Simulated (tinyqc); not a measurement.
# Energy and delay of logic against supply voltage: optimum supplies against the logic depth

One expression serves below and above threshold: I(Vg) = Ik [ln(1 + exp((Vg - VT + dd V)/(al nf Vt)))]^al, with I_on = I(V) and I_off = I(0). Gate delay td = kd C V/I_on, clock period LD td. Per gate and cycle the switching energy is act C V^2 and the leakage energy I_off V LD td. No short-circuit current, no variation. Minima are sought above 0.09 V; below a few Vt gates no longer switch and the model has no meaning.

V_min minimises the energy and V_EDP the product of energy and td.

Parameters, values chosen for the exercise; values of the order met in logic technologies:
```
symbol,value,unit,meaning
T,300,K,temperature
VT,0.18,V,threshold voltage at zero drain bias
nf,1.22,,slope factor
dd,0.07,,barrier lowering per volt of supply
Ik,0.33,uA,specific current of a gate
al,1.78,,exponent of the current law
C,1.1,fF,load capacitance of a gate
kd,0.9,,delay factor
act,0.1,,activity factor
```

Constants: q = 1.602176634e-19 C, kB = 1.380649e-23 J/K, Vt = kB T/q. Results are converted to the units shown.

Results:
```
LD   V_min (V)  energy at V_min (aJ)  leakage share (%)  clock at V_min (MHz)  V_EDP (V)  clock at V_EDP (GHz)
8       0.1360                 4.841              57.95                 68.95     0.4219                 1.637
20      0.1851                 7.961              52.65                 69.85     0.4409                0.7120
30      0.2051                 9.861              53.09                 64.69     0.4540                0.5008
50      0.2302                 12.99              55.14                 56.01     0.4756                0.3263
80      0.2536                 16.95              58.27                 47.08     0.5008                0.2228
150     0.2855                 24.87              63.94                 35.28     0.5423                0.1352
```

Estimate the missing row, LD = 12.

Computed row:
```
LD  V_min (V)  energy at V_min (aJ)  leakage share (%)  clock at V_min (MHz)  V_EDP (V)  clock at V_EDP (GHz)
12     0.1591                 6.068              54.11                 72.43     0.4288                 1.126
```

With this row back in the table: As LD goes from 8 to 150, V_min rises from 0.136 to 0.286 V, the energy there rises from 4.84 to 24.9 aJ, the clock there goes from 69.0 through a maximum of 72.4 (at LD = 12 among the rows listed) to 35.3 MHz and V_EDP rises from 0.422 to 0.542 V. act and LD enter V_min only through the ratio act/LD.

tinyqc, about 0.01 s, one thread, Intel Xeon 2.30GHz (shared host): `OMP_NUM_THREADS=1 python tinyqc.py 2082187 2082188 out.jsonl`
